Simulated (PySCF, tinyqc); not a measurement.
G0W0 on RHF in the sto-3g basis, for H4, spin multiplicity 1, step by step. The lowest restricted solution is unstable here: a spin-polarised one lies 0.0069 hartree lower (PySCF). One step of it, computed by the program tinyqc.

Task: G0W0 on Hartree-Fock: HOMO. W(p,q,m) = sqrt2 sum_ia (pq|ia) (X+Y)_ia,m; Sigma_c(x) = sum_(i,m) W^2/(x - e_i + w_m) + sum_(a,m) W^2/(x - e_a - w_m); solve x = e_p + Sigma_c(x) by Newton steps; Z = 1/(1 - dSigma/dx); 1 hartree = 27.211386 eV.

orbital energies (hartree): MO1 -0.474984, MO2 -0.383634, MO3 0.253094, MO4 0.458357

Two-electron integrals over orbitals (pq|rs), unique and non-zero (hartree):
```
(11|11) 0.404238    (21|21) 0.189870    (22|11) 0.391064    (22|22) 0.397785
(31|11) -0.044273   (31|22) 0.001355    (31|31) 0.112101    (32|21) 0.062598
(32|32) 0.111313    (33|11) 0.391363    (33|22) 0.393385    (33|31) -0.003323
(33|33) 0.407002    (41|21) 0.019236    (41|32) -0.086794   (41|41) 0.097876
(42|11) 0.050444    (42|22) 0.007495    (42|31) -0.111363   (42|33) 0.004761
(42|42) 0.115374    (43|21) -0.187848   (43|32) -0.065179   (43|41) -0.017554
(43|43) 0.199412    (44|11) 0.419427    (44|22) 0.406526    (44|31) -0.047680
(44|33) 0.416555    (44|42) 0.054239    (44|44) 0.451258
```

excitation energies w (hartree): 0.761477  0.779776  1.160005  1.160190

X + Y:
```
            1         2          3          4
1>3  0.000000  0.786941   0.000000  -0.459704
1>4  0.417844  0.000000   0.830656   0.000000
2>3  0.846798  0.000000  -0.279621   0.000000
2>4  0.000000  0.603007   0.000000   0.693789
```

Give: The 12 largest terms at x = e_p; Newton steps; quasiparticle energy of the HOMO; Hartree-Fock value.

Result:

The 12 largest terms at x = e_p (hartree; W for the signs of X + Y given):
```
q  m        W       term
4  4   0.1856    -0.0172
3  3  -0.1460    -0.0119
1  1   0.0863     0.0087
3  1   0.0820    -0.0048
4  2  -0.0255  -4.02e-04
2  2   0.0079   8.00e-05
2  4   0.0065   3.61e-05
1  3  -0.0022   3.72e-06
```

Newton steps (hartree):
```
step        x  Sigma_c(x)       Z
0     -0.3836     -0.0254  0.9716
1     -0.4083     -0.0247  0.9715
2     -0.4083     -0.0247  0.9715
```

quasiparticle energy of the HOMO = -11.1112 eV

Hartree-Fock value = -10.4392 eV
